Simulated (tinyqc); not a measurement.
# Hot electrons in a saturated n-channel MOSFET, lucky-electron model: what changes with what

Beyond pinch-off the lateral field grows as Esat cosh(y/l) over the velocity-saturated region (pseudo-two-dimensional model). Impact ionisation in this region gives the substrate current, which biases the body forward through Rsub. Currents are per width. Local-field laws: they overstate ionisation when the field peak is narrower than an energy relaxation length.

Inputs (values chosen for the exercise); values close to those of silicon n-channel devices: channel length L = 0.8 um; oxide thickness tox = 17 nm; junction depth xj = 260 nm; threshold VT = 0.61 V; effective mobility mu = 380 cm^2/(V s); saturation velocity vs = 7.2e6 cm/s; ionisation prefactor Ai = 2e6 1/cm; ionisation field Bi = 1.79 MV/cm; resistance of the lightly doped drain Rd = 700 ohm um; substrate resistance Rsub = 2000 ohm um; fall of VT per volt of forward body bias kb = 0.44; lifetime exponent m = 3.1; lifetime constant Hl = 1800 s uA/um; drain voltage Vd = 3.9 V; gate voltage Vg = 2.2 V.

Constants: eps0 = 8.8541878128e-14 F/cm where lengths are in cm. Results are converted to the units shown.

Each table varies one quantity; the others keep the values above.

## Effect of the channel length

Cox = 3.9 eps0/tox, l = sqrt(3 tox xj), Esat = 2 vs/mu. Overdrive g = Vg - VT + kb Vb; Vdsat = g Esat L/(g + Esat L); Id = Cox vs (g - Vdsat); dV = Vd - Id Rd - Vdsat; Em = sqrt((dV/l)^2 + Esat^2); Isub = Id (Ai/Bi) l Em exp(-Bi/Em). Vb = Rsub Isub is solved self-consistently. Lifetime tau = (Hl/Id)(Isub/Id)^(-m); 1 year = 3.15576e7 s.

Effect of the channel length:
```
L (um),Id (uA/um),Em (MV/cm),Isub (uA/um),Isub/Id,tau (years)
0.4,119.10,0.26675,0.49791,0.0041808,11.334
0.57,98.622,0.25597,0.29823,0.0030240,37.360
0.8,80.015,0.24617,0.17618,0.0022019,123.12
1.1,64.214,0.23786,0.10596,0.0016501,375.17
1.6,48.314,0.22950,0.058482,0.0012105,1303.0
2.3,35.878,0.22297,0.033572,9.3574e-4,3897.3
3.2,26.956,0.21828,0.020787,7.7114e-4,9449.3
```

As L goes from 0.4 to 3.2 um, Em falls from 0.267 to 0.218 MV/cm, Isub falls from 0.498 to 0.0208 uA/um and tau rises from 11.3 to 9450 years. From the first row to the last, log10(tau) changes by 2.9: 2.3 from (Isub/Id)^(-m), which holds Em and l, and 0.65 from 1/Id. At L = 0.4 um the saturated region takes over 60 % of L, so using the full L in Vdsat is rough. For L = 1.6 to 3.2 um tau is a far extrapolation that only says that hot carriers are no limit.

## Effect of the gate voltage

Same model as above.

Result of one run:
```
Vg (V),Id (uA/um),Em (MV/cm),Isub (uA/um),Isub/Id,tau (years)
2.33,91.07,0.2408,0.1670,0.001834,190.7
```

What becomes of these results when the gate voltage Vg is changed from 2.33 to 1.15 V, all else the same?

Result of the changed run:
```
Vg (V),Id (uA/um),Em (MV/cm),Isub (uA/um),Isub/Id,tau (years)
1.15,11.94,0.3005,0.1197,0.01002,7.527
```

The whole series:
```
Vg (V),Id (uA/um),Em (MV/cm),Isub (uA/um),Isub/Id,tau (years)
0.76,1.034,0.3284,0.01877,0.01814,13.79
1.15,11.94,0.3005,0.1197,0.01002,7.527
1.54,31.94,0.2775,0.1803,0.005645,16.66
1.94,59.33,0.2576,0.1887,0.003180,53.12
2.33,91.07,0.2408,0.1670,0.001834,190.7
2.72,126.6,0.2261,0.1345,0.001062,745.5
3.11,165.3,0.2130,0.1017,6.152e-4,3104
3.51,207.4,0.2010,0.07262,3.502e-4,1.419e4
3.9,250.4,0.1903,0.05029,2.008e-4,6.590e4
```

As Vg goes from 0.76 to 3.9 V, Em falls from 0.328 to 0.190 MV/cm, Isub goes from 0.0188 through a maximum of 0.189 (at Vg = 1.94 V among the rows listed) to 0.0503 uA/um and tau goes from 13.8 through a minimum of 7.53 (at Vg = 1.15 V among the rows listed) to 65900 years. Id grows with Vg while the rising Vdsat lowers the field, hence the bell shape; the peak row has Vg/Vd = 0.50. For Vg = 3.11 to 3.9 V tau is a far extrapolation that only says that hot carriers are no limit.

## Effect of the resistance of the lightly doped drain

Same model as above.

Effect of the resistance of the lightly doped drain:
```
Rd (ohm um),Id (uA/um),Em (MV/cm),Isub (uA/um),Isub/Id,tau (years)
0,80.02,0.2510,0.2065,0.002580,75.30
150,80.02,0.2499,0.1997,0.002495,83.55
300,80.02,0.2489,0.1930,0.002412,92.77
500,80.02,0.2475,0.1845,0.002305,106.8
800,80.01,0.2455,0.1722,0.002152,132.3
1200,80.01,0.2427,0.1568,0.001959,176.9
1600,80.01,0.2400,0.1424,0.001780,237.9
```

As Rd goes from 0 to 1600 ohm um, Em falls from 0.251 to 0.240 MV/cm, Isub falls from 0.206 to 0.142 uA/um and tau rises from 75.3 to 238 years. From the first row to the last, log10(tau) changes by 0.50: 0.50 from (Isub/Id)^(-m), which holds Em and l, and under 0.005 from 1/Id. The price is 0.128 V dropped over Rd in the last row.

Computed by the program tinyqc: `OMP_NUM_THREADS=1 python tinyqc.py 2550044 2550045 out.jsonl`, one thread of a shared Intel Xeon 2.30GHz, about 0.01 s for the whole run.
